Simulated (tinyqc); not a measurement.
# Thin-film transistor with exponential tail and deep states, accumulation layer: what changes with what

An undoped film in accumulation, thicker than the space-charge layer. With band bending psi the Fermi level lies E0 - psi below the band edge. Free electrons n = n0 exp(psi/Vt) carry the current; electrons in two exponential distributions of traps, a = a0 exp(psi/Va) and d = d0 exp(psi/Vp), do not. Linear regime, ohmic contacts, traps in equilibrium.

Parameters, values chosen for the exercise; values close to those of amorphous indium gallium zinc oxide:
- T = 290 K (temperature)
- eps_r = 10 (relative permittivity of the semiconductor)
- Nc = 4.1e18 cm^-3 (density of extended states)
- mb = 23 cm^2/(V s) (band mobility)
- Nt = 3.1e18 cm^-3 (total density of tail states)
- Tt = 360 K (characteristic temperature of the tail)
- Nd = 6.1e16 cm^-3 (total density of deep states)
- Td = 1340 K (characteristic temperature of the deep states)
- E0 = 0.66 eV (bulk Fermi level below the band edge)
- Ci = 20 nF/cm^2 (gate capacitance)
- WL = 10 (ratio W/L)
- Vd = 0.05 V (drain voltage)
- Vg = 9.7 V (gate voltage above flat band)

Constants: q = 1.602176634e-19 C, kB = 1.380649e-23 J/K, Vt = kB T/q, eps0 = 8.8541878128e-14 F/cm where lengths are in cm. Results are converted to the units shown.

Each table varies one quantity; the others keep the values above.

## Effect of the gate capacitance

Va = kB Tt/q, Vp = kB Td/q; n0 = Nc exp(-E0/Vt), a0 = Nt th(T/Tt) exp(-E0/Va), d0 = Nd th(T/Td) exp(-E0/Vp), th(x) = pi x/sin(pi x). G(psi) = sum over the three kinds of c0 [V (exp(psi/V) - 1) - psi], field F = sqrt(2 q G/(eps0 eps_r)); Vg = psi + eps0 eps_r F/Ci at the surface. Total charge Q = Ci (Vg - psi_s); free charge Qf = q times the integral of n0 (exp(psi/Vt) - 1)/F over psi from 0 to psi_s; I = (W/L) mb Qf Vd; effective mobility mb Qf/Q.

Result of one run:
```
Ci (nF/cm^2)  E0 - psi_s (eV)  Q (nC/cm^2)  free share (%)  effective mobility (cm^2/(V s))  I (nA)
15                    0.06415        136.6           9.385                            2.159   147.4
```

What becomes of these results when the gate capacitance Ci is changed from 15 to 24 nF/cm^2, all else the same?

Result of the changed run:
```
Ci (nF/cm^2)  E0 - psi_s (eV)  Q (nC/cm^2)  free share (%)  effective mobility (cm^2/(V s))  I (nA)
24                    0.03515        217.8           12.17                            2.800   304.9
```

The whole series:
```
Ci (nF/cm^2)  E0 - psi_s (eV)  Q (nC/cm^2)  free share (%)  effective mobility (cm^2/(V s))  I (nA)
4                      0.1564        36.79           2.731                           0.6281   11.55
6.3                    0.1216        57.72           4.798                            1.104   31.85
9.9                   0.09075        90.39           7.101                            1.633   73.81
15                    0.06415        136.6           9.385                            2.159   147.4
24                    0.03515        217.8           12.17                            2.800   304.9
```

As Ci goes from 4 to 24 nF/cm^2, the free share rises from 2.73 to 12.2 %, the distance of the Fermi level from the edge falls from 0.156 to 0.0352 eV and the current rises from 11.6 to 305 nA. At Ci = 24 nF/cm^2 the surface Fermi level is within 2 Vt of the band edge, where the exponential forms fail. In every row the th form, which assumes a Fermi level far below the edge, overcounts the filled tail at the surface by more than 15 %.

## Effect of the total density of deep states

Same model as above.

Effect of the total density of deep states:
```
Nd (cm^-3)  E0 - psi_s (eV)  Q (nC/cm^2)  free share (%)  effective mobility (cm^2/(V s))  I (nA)
6.1e15              0.04514        181.7           12.20                            2.807   255.0
1.5e16              0.04532        181.7           11.98                            2.755   250.3
3.6e16              0.04577        181.7           11.53                            2.651   240.9
8.6e16              0.04684        181.7           10.65                            2.450   222.6
2.1e17              0.04957        181.8           8.982                            2.066   187.8
5e17                0.05639        181.9           6.258                            1.439   130.9
1.2e18              0.07550        182.3           2.612                           0.6007   54.76
```

What does the comparison show?

As Nd goes from 6.1e15 to 1.2e18 cm^-3, the free share falls from 12.2 to 2.61 %, the distance of the Fermi level from the edge rises from 0.0451 to 0.0755 eV and the current falls from 255 to 54.8 nA. Q varies by only 0.33 %: the gate sets the charge, the traps decide how much of it moves. For Nd = 6.1e15 to 2.1e17 cm^-3 the surface Fermi level is within 2 Vt of the band edge, where the exponential forms fail. In every row the th form, which assumes a Fermi level far below the edge, overcounts the filled tail at the surface by more than 15 %.

## Transfer curve

Same model as above.

The last column is d ln I/d ln Vg.

Transfer curve:
```
Vg (V)  E0 - psi_s (eV)  Q (nC/cm^2)  free share (%)  effective mobility (cm^2/(V s))    I (nA)  exponent
0.39             0.4751        4.101        6.051e-4                         1.392e-4  2.854e-4     4.954
0.63             0.3884        7.168        0.005968                         0.001373  0.004920     6.869
1                0.2889        12.58          0.1021                          0.02348    0.1477     7.395
1.7              0.1941        24.68           1.255                           0.2887     3.563     4.377
2.7              0.1425        43.65           3.479                           0.8002     17.46     2.747
4.5             0.09991        78.80           6.375                            1.466     57.77     2.042
7.3             0.06530        134.1           9.281                            2.135     143.1     1.742
12              0.03250        227.4           12.44                            2.862     325.5     1.579
```

The current rises from 2.85e-4 to 326 nA and the free share rises from 6.05e-4 to 12.4 %; the exponent goes from 4.95 through a maximum of 7.40 (at Vg = 1 V among the rows listed) to 1.58. If one kind of trap held all the charge, I would go as Q^(2 Tx/T - 1): 8.24 for the deep states, 1.48 for the tail and 1 for free electrons alone. At Vg = 12 V the surface Fermi level is within 2 Vt of the band edge, where the exponential forms fail. For Vg = 1.7 to 12 V the th form, which assumes a Fermi level far below the edge, overcounts the filled tail at the surface by more than 15 %.

Program tinyqc, `OMP_NUM_THREADS=1 python tinyqc.py 2610056 2610057 out.jsonl`; Intel Xeon 2.30GHz, shared host, one thread, about 0.02 s.
